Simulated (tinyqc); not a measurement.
Worked calculation: RHF in the 3-21g basis, for H3+, spin multiplicity 1. One step of it, computed by the program tinyqc.

Question. Iteration 3: DIIS coefficients. Solve [B -1; -1 0][c; lambda] = [0; -1] for the coefficients, which sum to one.

B (overlaps of the stored error matrices), lower triangle:
```
                1               2              3
1   2.4428404e-01
2   3.9400339e-02   6.3594883e-03
3  -5.6877774e-05  -8.6393108e-06  2.7320966e-07
```

Give: DIIS coefficients.

Answer.

DIIS coefficients: 0.0132  -0.0805  1.0672
